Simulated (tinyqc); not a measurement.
Implant damage, amorphisation by cascade overlap, and solid-phase epitaxial regrowth: one step, computed by the program tinyqc. Command: `OMP_NUM_THREADS=1 python tinyqc.py 3112327 3112328 out.jsonl sper walk`. One thread of a shared host (Intel(R) Xeon(R) Processor @ 2.30GHz), about 0.01 s of CPU time with the checks.

Range and width of the damage are inputs. Dynamic annealing enters only through the surviving share f.

Question. Isothermal regrowth. v = v0 x orientation factor x exp(-E_a/(k_B T)) x [1 + (enhancement - 1) exp(-(z - R_d)^2/(2 s_d^2))], T = anneal temperature + 273.15 K; the dopant is taken to follow the damage profile; the lower front moves from the lower edge z2 to the surface, or to the middle (z1 + z2)/2 of a buried layer with upper edge z1; time = int dz/v; the equivalent undoped distance is that time times the undoped velocity.

Inputs (values chosen for the exercise, modelled on arsenic ions in germanium):
```
quantity                         value  unit
depth of the damage peak R_d        71    nm
width of the damage profile s_d     44    nm
regrowth prefactor v0            3e+16  nm/s
regrowth energy E_a               2.13    eV
anneal temperature                 360     C
rate relative to (100)            0.04     -
peak enhancement by the dopant     4.1     -
```

lower edge = 188.1714 nm

upper edge = 0 nm

Constants: k_B = 8.617333262e-05 eV/K.

Give: undoped velocity; distance to regrow; time without enhancement; equivalent undoped distance; time with enhancement.

Answer.

undoped velocity = 0.01333 nm/s

distance to regrow = 188.2 nm

time without enhancement = 14120 s

equivalent undoped distance = 82.51 nm

time with enhancement = 6192 s

The rate doubles for each 11 K or so near this temperature. Caution: regrowth on (111) is not only slow but leaves twins, which a single velocity does not describe.
